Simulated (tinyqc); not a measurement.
# Floating body of a partially depleted SOI transistor: body voltage and kink: two studies

Source at 0 V. Channel current Ic = 2 nf K Vt^2 [F(0) - F(Vd)](1 + la Vd), F(V) = ln^2(1 + exp((Vg - VT - nf V)/(2 nf Vt))), VT = VT0 - gb Vb. Saturation voltage Vs = 2 Vt sqrt(F(0)) + 3 Vt, excess Ve = (Vd - Vs + sqrt((Vd - Vs)^2 + 0.0004 V^2))/2, multiplication M1 = Ai Ve exp(-Bl/Ve). Each junction passes D(v) = J1 (exp(v/Vt) - 1) + J2 (exp(v/(2 Vt)) - 1). Bipolar current Ib = bb J1 (exp(Vb/Vt) - 1). The body settles where M1 (Ic + Ib) = D(Vb) + D(Vb - Vd) + Vb/Rb; drain current Id = (1 + M1)(Ic + Ib) - D(Vb - Vd).

Values chosen for this exercise; values of the order met in partially depleted silicon-on-insulator transistors: temperature T = 398 K; threshold at zero body voltage VT0 = 0.37 V; fall of the threshold per volt of body voltage gb = 0.29; slope factor nf = 1.23; gain factor per width K = 330 uA/(V^2 um); channel-length modulation factor la = 0.02 1/V; impact-ionisation prefactor Ai = 2.33 1/V; impact-ionisation voltage Bl = 8.3 V; diffusion saturation current of each junction J1 = 1e-8 uA/um; recombination saturation current of each junction J2 = 1.4e-7 uA/um; gain of the lateral bipolar transistor on the diffusion current bb = 1; resistance of a weak body tie to the source (1e9 stands for no tie, and the term is then dropped) Rb = 1e9 kohm um; gate voltage Vg = 0.74 V; drain voltage Vd = 1 V.

Constants: q = 1.602176634e-19 C, kB = 1.380649e-23 J/K, Vt = kB T/q. Results are converted to the units shown.

Each table varies one quantity; the others keep the values above.

## Output curve and kink

Rows with more than one solution for Vb (latch) are left out; dId/dVd by a forward difference over 1e-4 V, swing = 1e-4 V over the change of log10 Id; M1 under 1e-12 is printed as 0.

Output curve and kink:
```
Vd (V),Vb (V),M1,"Id, floating (uA/um)","Id, grounded (uA/um)",ratio,"dId/dVd, floating (uS/um)","dId/dVd, grounded (uS/um)"
1,0.2142,3.140e-7,25.61,18.84,1.360,34.20,0.3700
1.2,0.3639,1.395e-5,31.10,18.91,1.645,22.25,0.3842
1.4,0.4575,1.813e-4,34.89,19.00,1.837,16.16,0.4685
1.6,0.5222,0.001094,37.75,19.11,1.975,12.81,0.7111
1.8,0.5696,0.004093,40.15,19.30,2.081,11.57,1.182
2,0.6059,0.01121,42.51,19.60,2.169,12.30,1.905
2.2,0.6348,0.02482,45.21,20.07,2.252,15.01,2.867
```

What does the table show?

Vb rises from 0.214 to 0.635 V and the ratio of the currents rises from 1.36 to 2.25. The output conductance with a floating body exceeds the grounded value by the largest factor among the rows, 92.4, at Vd = 1 V, where Vb = 0.214 V and M1 = 3.14e-7.

## Transfer curve and swing

Same model as above.

Transfer curve and swing:
```
Vg (V),Vb (V),M1,"Id, floating (uA/um)","Id, grounded (uA/um)",ratio,"swing, floating (mV/decade)","swing, grounded (mV/decade)"
-0.08,0.04484,1.999e-4,3.089e-5,2.274e-5,1.359,97.14,98.02
0.02,0.05624,1.978e-4,3.510e-4,2.393e-4,1.467,90.60,97.96
0.12,0.1318,1.888e-4,0.005946,0.002472,2.406,74.60,99.61
0.22,0.2423,1.542e-4,0.1051,0.02375,4.423,91.22,104.9
0.32,0.3023,9.096e-5,0.8627,0.1887,4.572,135.8,120.1
0.42,0.3194,3.718e-5,3.369,1.039,3.243,213.5,155.8
0.52,0.3082,1.129e-5,8.159,3.643,2.239,318.0,219.7
0.62,0.2768,2.627e-6,15.08,8.845,1.704,441.8,307.9
0.72,0.2267,4.611e-7,23.72,16.89,1.404,584.9,410.9
```

Read the table: what changes, and by how much?

Vb goes from 0.0448 through a maximum of 0.319 (at Vg = 0.42 V among the rows listed) to 0.227 V. The smallest swing among the rows is 74.6 mV a decade with a floating body (at Vg = 0.12 V) and 98.0 with a grounded one; Vt ln 10 = 79.0. The floating swing is smaller by more than 3 % for Vg = 0.02, 0.12, 0.22 V, where the rising Vb lowers the threshold as Vg rises. In the first row the floating body raises the current by a factor of 1.36.

Range of the model: The multiplication law is an empirical form chosen for the exercise; self-heating and capacitive coupling to the body are left out, and the linear laws are rough once Vb passes about 0.7 V or M1 about 0.1.

tinyqc, about 0.2 s, one thread, Intel Xeon 2.30GHz (shared host): `OMP_NUM_THREADS=1 python tinyqc.py 2182141 2182142 out.jsonl`
